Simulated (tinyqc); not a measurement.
What each parameter does: finite square well with mass mismatch (envelope functions).

A square well of width L and depth V0, mass mw inside and mb outside, energies from the bottom of the well, c = hbar^2/2m0. k = sqrt(mw E/c), kappa = sqrt(mb (V0 - E)/c). psi and psi'/m are continuous at the walls (BenDaniel-Duke), so level n solves k L + 2 atan[(k/mw)/(kappa/mb)] = n pi.

Constants: hbar^2/2m0 = 3.80998211 eV angstrom^2.

Parameters, chosen for this exercise (near those of the light valleys of a Si film in HfO2; the results hold for these values, not for the real material): L = 42 angstrom (well width); V0 = 1.45 eV (barrier height); mw = 0.187 m0 (mass in the well); mb = 0.173 m0 (mass in the barrier).

Parabolic bands. Pb is the probability of level 1 in the barriers, (A^2/kappa)/(A^2/kappa + L/2 + sin(kL)/(2k)) with A = cos(kL/2).

One parameter was then changed.

Results before and after:
```
case     E1 (eV)  bound levels      Pb  V0 - E1 (eV)
base      0.0828             4  0.0086        1.3672
changed   0.0853             4  0.0081        1.3647
```

Which of these changes was made? (a) L = 38 angstrom; (b) mb = 0.1384 m0; (c) mw = 0.1683 m0; (d) V0 = 1.232 eV.

Answer: (b) mb = 0.1384 m0. Of the candidates, run in turn, only this one gives the changed row.

All candidates:
```
case             E1 (eV)  bound levels      Pb  V0 - E1 (eV)
base              0.0828             4  0.0086        1.3672
L = 38 angstrom   0.0980             4  0.0111        1.3520
V0 = 1.232 eV     0.0807             4  0.0106        1.1513
mw = 0.1683 m0    0.0890             4  0.0101        1.3610
mb = 0.1384 m0    0.0853             4  0.0081        1.3647
```

tinyqc: `OMP_NUM_THREADS=1 python tinyqc.py 1280541 1280542 out.jsonl`; about 0.01 s, one thread, shared Intel(R) Xeon(R) Processor @ 2.30GHz.
